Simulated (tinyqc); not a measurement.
One level coupled to a phonon between two leads, self-consistent Born approximation: current against bias.

Wide-band leads with mu_L = +V/2 and mu_R = -V/2; phonons in equilibrium, Nq = 1/(exp(w0/kB T) - 1). Scattering links only energies that differ by w0, so a ladder E_k = E1 + k w0 closes on itself; terms that reach past its ends are dropped. Gn and Gp are the electron and hole parts of the spectral function A = Gn + Gp.

|G|^2 = 1/[(E - ed)^2 + (GL + GR + Sin + Sout)^2/4], Gn = |G|^2 (GL fL + GR fR + Sin), Gp = |G|^2 (GL (1 - fL) + GR (1 - fR) + Sout), f = 1/(1 + exp((E - mu)/kB T)). Sin(E) = M^2 [(Nq + 1) Gn(E + w0) + Nq Gn(E - w0)], Sout(E) = M^2 [(Nq + 1) Gp(E - w0) + Nq Gp(E + w0)]. Spectral currents into the level: iL = GL [fL Gp - (1 - fL) Gn], iR = GR [fR Gp - (1 - fR) Gn]. Here E - ed is replaced by E - ed - R(E), with the real part R(E) = (1/2 pi) P int [Sin + Sout](y) dy/(E - y). The total for one spin is I = (q/h) times the integral of iL over all E (all ladders, each long enough that its ends do not matter); the power given to phonons is (1/h) times the integral of E (iL + iR).

Inputs (values chosen for the exercise): temperature of leads and phonons T = 300 K; phonon energy w0 = 180 meV; level ed = 108 meV; coupling to the left lead GL = 82 meV; coupling to the right lead GR = 97 meV; electron-phonon matrix element M = 53 meV.

Constants: q = 1.602176634e-19 C, kB = 1.380649e-23 J/K, h = 6.62607015e-34 J s, Vt = kB T/q. Results are converted to the units shown.

Current against bias:

| V (mV) | I (uA) | I without phonons (uA) | ratio of the two | power to phonons (nW) | share of I V (%) |
|---|---|---|---|---|---|
| 72 | 1.309 | 1.261 | 1.039 | 0.4883 | 0.5180 |
| 198 | 3.692 | 3.650 | 1.011 | 12.43 | 1.700 |
| 324 | 5.844 | 5.923 | 0.9866 | 47.54 | 2.511 |
| 450 | 7.325 | 7.477 | 0.9798 | 84.12 | 2.552 |
| 576 | 8.231 | 8.368 | 0.9836 | 115.7 | 2.441 |
| 702 | 8.803 | 8.890 | 0.9901 | 137.3 | 2.221 |
| 828 | 9.176 | 9.225 | 0.9946 | 148.1 | 1.949 |
| 954 | 9.430 | 9.458 | 0.9970 | 152.8 | 1.699 |
| 1080 | 9.613 | 9.630 | 0.9982 | 154.9 | 1.492 |

What does the table show?

I rises from 1.31 to 9.61 uA; its ratio to the current without phonons goes from 1.04 through a minimum of 0.980 (at V = 450 mV among the rows listed) to 0.998, and the share of I V given to phonons goes from 0.518 through a maximum of 2.55 (at V = 450 mV among the rows listed) to 1.49 %. Emission at zero temperature needs V above w0 = 180 mV; the rest of I V is released in the leads.

Range of the model: The self-consistent Born approximation keeps only non-crossing phonon lines and no Hartree shift; it is rough once the coupling nears the phonon energy.

Numbers from tinyqc (`OMP_NUM_THREADS=1 python tinyqc.py 2720022 2720023 out.jsonl`; about 0.04 s on one thread of a shared Intel Xeon 2.30GHz).
